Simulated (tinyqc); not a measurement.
The best anneal temperature for the time t: solubility, supersaturation, precipitation and gettering of an impurity in a silicon-like host. Computed by tinyqc, a small Python program. Command: `OMP_NUM_THREADS=1 python tinyqc.py 3020362 3020363 out.jsonl ripen walk`. One thread of a shared host (Intel(R) Xeon(R) Processor @ 2.30GHz), about 0.01 s of CPU time with the checks.

The wafer was saturated at T1 and is then held at T.

Inputs (values chosen for the exercise, modelled on chromium in silicon):

| quantity | value | unit |
|---|---|---|
| site density N0 | 5e+22 | 1/cm^3 |
| enthalpy of solution H | 2.85 | eV |
| entropy of solution S | 4.4 | k_B |
| diffusion prefactor D0 | 0.00075 | cm^2/s |
| migration energy Q | 0.82 | eV |
| temperature of saturation T1 | 1400 | K |
| anneal temperature T | 1162 | K |
| sink density n | 6.3e+08 | 1/cm^3 |
| initial sink radius r0 | 13 | nm |
| impurity density in the precipitate C_p | 3.9e+22 | 1/cm^3 |
| interface energy gamma | 0.53 | J/m^2 |
| anneal time t | 47 | s |

Constants: k_B = 8.617333262e-05 eV/K; k_B = 1.380649e-23 J/K.

Method:
- C_eq(T) = N0 exp(S/k_B - H/(k_B T)); D(T) = D0 exp(-Q/(k_B T)); C0 = C_eq(T1). Supersaturation s = C0/C_eq(T); critical radius r* = 2 gamma/(C_p k_B T ln s); barrier W* = (4 pi/3) gamma r*^2. Strain energy is left out.
- r_f = [r0^3 + 3 (C0 - C_eq)/(4 pi n C_p)]^(1/3), tau_f = 1/(4 pi n r_f D).
- Growing sinks: with y = r/r_f and y0 = r0/r_f, dy/dt = (1 - y^3)/(3 tau_f y), which integrates to t/tau_f = F(y) - F(y0), F(y) = (1/2) ln[(1 + y + y^2)/(1 - y)^2] - sqrt(3) arctan[(2y + 1)/sqrt(3)]; the share of the excess left is (1 - y^3)/(1 - y0^3), and C(t) = C_eq + (C0 - C_eq) x share.

C0 = 2.24036e+14 1/cm^3

Dissolved share after t:

| T (K) | C_eq/C0 | tau_f (s) | C(t)/C0 |
|---|---|---|---|
| 630 | 2.8877e-13 | 3.7366e+05 | 0.99990 |
| 728 | 3.3857e-10 | 4.8915e+04 | 0.99924 |
| 840 | 1.4464e-07 | 8.5615e+03 | 0.99564 |
| 952 | 1.4859e-05 | 2.2582e+03 | 0.98355 |
| 1064 | 5.7563e-04 | 7.8859e+02 | 0.95340 |
| 1176 | 1.1112e-02 | 3.3706e+02 | 0.89436 |
| 1274 | 9.6676e-02 | 1.8354e+02 | 0.82685 |
| 1344 | 3.7370e-01 | 1.3105e+02 | 0.83127 |

What does the comparison show, and why?

The lowest dissolved share among these rows is 0.83 at 1274 K. Above it solubility sets the floor; below it diffusion is too slow for this time. Solubility falls with H = 2.85 eV and diffusion with Q = 0.82 eV. Caution: the barrier to homogeneous nucleation is below 35 k_B T for these inputs, so new precipitates would form and outnumber the fixed sinks assumed here.

Extremes, crossings and ranges named in words are read from the listed rows.
